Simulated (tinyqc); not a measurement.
On-chip interconnect, size-dependent resistivity and RC delay: course in time.

A rectangular line between two neighbours and two ground planes. Surface and grain-boundary scattering are added to the bulk resistivity as corrections; capacitances are parallel-plate values without fringing; inductance is ignored.

4 equal pi sections: series Rs = r Lw/4; node capacitances c Lw/4, halved at nodes 0 and 4, with Cl added to node 4; Rd feeds node 0. Elmore delay of node k: the sum, over the resistors on the path to k, of resistance times all capacitance downstream of it.

A 1 V step is applied behind Rd at t = 0. C dv/dt = -G v + b, with G the conductance matrix of the ladder (1/Rs between neighbours, 1/Rd added at node 0) and b = (1 V/Rd, 0, ...). Trapezoidal step: (C/dt + G/2) v(new) = (C/dt - G/2) v + b. The last column solves the same ladder exactly by its modes.

Parameters, values chosen for the exercise: driver resistance Rd = 1200 ohm; time step dt = 0.25 ps.

Rs = 34.3468 ohm
C, node 0 to 4 (fF): [0.0976174, 0.195235, 0.195235, 0.195235, 0.207617]

Voltages (V):
```
t (ps),node 0,node 2,node 4,"node 4, exact"
0.25000,0.27086,0.19868,0.16969,0.18452
0.50000,0.35841,0.36407,0.36136,0.34825
0.75000,0.53900,0.48759,0.47161,0.47910
1.0000,0.58723,0.59597,0.59194,0.58368
1.2500,0.70965,0.67200,0.66393,0.66727
1.5000,0.73342,0.74362,0.73909,0.73407
1.7500,0.81816,0.78976,0.78641,0.78746
2.0000,0.82690,0.83758,0.83304,0.83013
2.2500,0.88707,0.86499,0.86439,0.86424
2.5000,0.88676,0.89734,0.89303,0.89149
2.7500,0.93076,0.91309,0.91402,0.91328
3.0000,0.92516,0.93532,0.93137,0.93069
```

What does the comparison show?

The far end of the ladder reaches 0.5 V at 0.7957 ps, 0.699 of its Elmore delay (ln 2 = 0.693 for a single pole); the slowest mode has a time constant of 1.116 ps. The largest error of the trapezoidal steps at that node is 15 mV. Node 0 swings up and down from step to step: the trapezoidal rule does not damp modes much faster than dt, so these swings are numerical.

tinyqc, about 0.01 s, one thread, Intel Xeon 2.30GHz (shared host): `OMP_NUM_THREADS=1 python tinyqc.py 2100136 2100137 out.jsonl`
